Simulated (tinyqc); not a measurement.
Born-von Karman spring model of a cubic crystal with one atom per cell. Changing the temperature T. Computed by tinyqc, a small Python program. Command: `OMP_NUM_THREADS=1 python tinyqc.py 3028347 3028348 out.jsonl springs sweep`. One thread of a shared host (Intel(R) Xeon(R) Processor @ 2.30GHz), about 0.2 s of CPU time with the checks.

First neighbours lie at a/2 (1,1,0) (12 of them), second at a (1,0,0) (6), with all permutations and signs; the volume per atom is Omega = a^3/4. Two shells of springs match a real metal only roughly, above all at the zone boundary.

Inputs (values chosen for the exercise, modelled on gold):
```
quantity                value           unit
atomic mass M          196.97              u
radial spring k1L        2.21  eV/angstrom^2
transverse spring k1T   -0.33  eV/angstrom^2
radial spring k2L        0.27  eV/angstrom^2
transverse spring k2T  -0.077  eV/angstrom^2
mesh divisions n            8              -
```

Lattice: fcc.

Constants: nu for 1 eV/(angstrom^2 u) = 15.6333042 THz; h x 1 THz = 4.135667696 meV; k_B = 8.617333262e-05 eV/K; hbar^2/u = 4.18015928e-03 eV angstrom^2.

Method:
- A neighbour at R with unit vector n couples by the matrix K(R) = kL n n^T + kT (1 - n n^T), and D(q) = (1/M) sum_R K(R) [1 - cos(q.R)].
- An eigenvalue lambda of D in eV/(angstrom^2 u) gives nu = 15.6333042 THz x sqrt(lambda).
- Mesh: q = sum_i (m_i + 1/2)/n b_i, m_i = 0..n-1, with b = [[-1, 1, 1], [1, -1, 1], [1, 1, -1]] in 2 pi/a; sums are averages over the n^3 points, per atom.
- With x = h nu/(k_B T) and n = 1/(exp(x) - 1) for each mode: F = k_B T [x/2 + ln(1 - exp(-x))], U = k_B T x (n + 1/2), S/k_B = x n - ln(1 - exp(-x)), C/k_B = x^2 n (n + 1).
- <u_x^2> = (1/3) sum over modes of hbar^2/(2 M h nu) coth(x/2); zero-point energy = sum h nu/2. <u_x^2> converges slowly with the mesh, from below, with an error of order 1/n.

One run for each value; columns: (1) temperature T (K); (2) heat capacity C (k_B/atom); (3) entropy S (k_B/atom); (4) <u_x^2> (angstrom^2); (5) free energy F (meV/atom); (6) energy U (meV/atom):
```
(1)    (2)    (3)      (4)     (5)    (6)
40   1.474  0.854  0.00173    15.4   18.3
59   2.058  1.543  0.00222    13.4   21.2
87   2.487  2.432  0.00303     8.6   26.8
130  2.749  3.489  0.00434    -2.5   36.6
190  2.877  4.559  0.00623   -23.5   51.2
280  2.942  5.689  0.00910   -63.5   73.8
410  2.973  6.818  0.01326  -133.9  107.0
610  2.988  8.002  0.01969  -262.3  158.3
900  2.994  9.165  0.02902  -477.7  233.1
```

What does the table show, and why?

Over the rows, heat capacity C (k_B/atom) rises from 1.47 to 2.99 (exponent d ln y / d ln x 0.86 between the first rows and 0.0057 between the last); entropy S (k_B/atom) rises from 0.854 to 9.17 (exponent d ln y / d ln x 1.5 between the first rows and 0.35 between the last); <u_x^2> (angstrom^2) rises from 0.00173 to 0.0290 (exponent d ln y / d ln x 0.64 between the first rows and 1.00 between the last). At the high end the exponent of heat capacity C is 0.01, close to 0: the Dulong-Petit limit. At the high end the exponent of <u_x^2> is 1.00, close to 1: the classical law, k_B T over a spring constant. F is positive while zero-point energy rules and changes sign between 87.0 and 130 K, where T S overtakes U.

Extremes, crossings and ranges named in words are read from the listed rows.
